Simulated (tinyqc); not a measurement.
Which substrate gives the strongest standing wave: standing waves and exposure in a photoresist film.

Inputs chosen for the exercise:
- lam = 193 nm (vacuum wavelength)
- n1 = 1.687 (resist index)
- A = 0.06 1/micrometre (bleachable absorption (Dill A))
- B = 0.86 1/micrometre (fixed absorption (Dill B))

r12 = (N1 - Ns)/(N1 + Ns) with N1 = n1 + i (A + B) lam/(4 pi), lam in micrometres, and Ns = ns + i ks chosen for the exercise, each substrate thick; contrast 2|r|/(1 + |r|^2); the intensity at the interface relative to the forward wave is |1 + r12|^2.

Results:
```
case            ns     ks  |r12|^2  contrast  phase (degrees)  |1 + r12|^2
near Si      0.882  2.728   0.5675     0.961           -120.3        0.806
near W       1.293  2.990   0.5033     0.944           -127.7        0.636
near polySi  0.982  2.168   0.4321     0.918           -111.1        0.958
near Si3N4   2.709  0.254   0.0568     0.451           -170.3        0.587
near Cu      0.987  1.368   0.2564     0.806            -90.0        1.257
```

What does the comparison show?

The strongest reflector is the case near Si (0.568) and the weakest near Si3N4 (0.0568). The intensity at the interface depends on the phase too: it is lowest for the case near Si3N4 (0.587, phase -170 degrees) and highest for near Cu (1.257); a strong reflector with a phase of 180 degrees would put a node there.

(tinyqc, `OMP_NUM_THREADS=1 python tinyqc.py 1650384 1650385 out.jsonl`, Intel(R) Xeon(R) Processor @ 2.30GHz, 1 thread, shared host, about 0.01 s.)
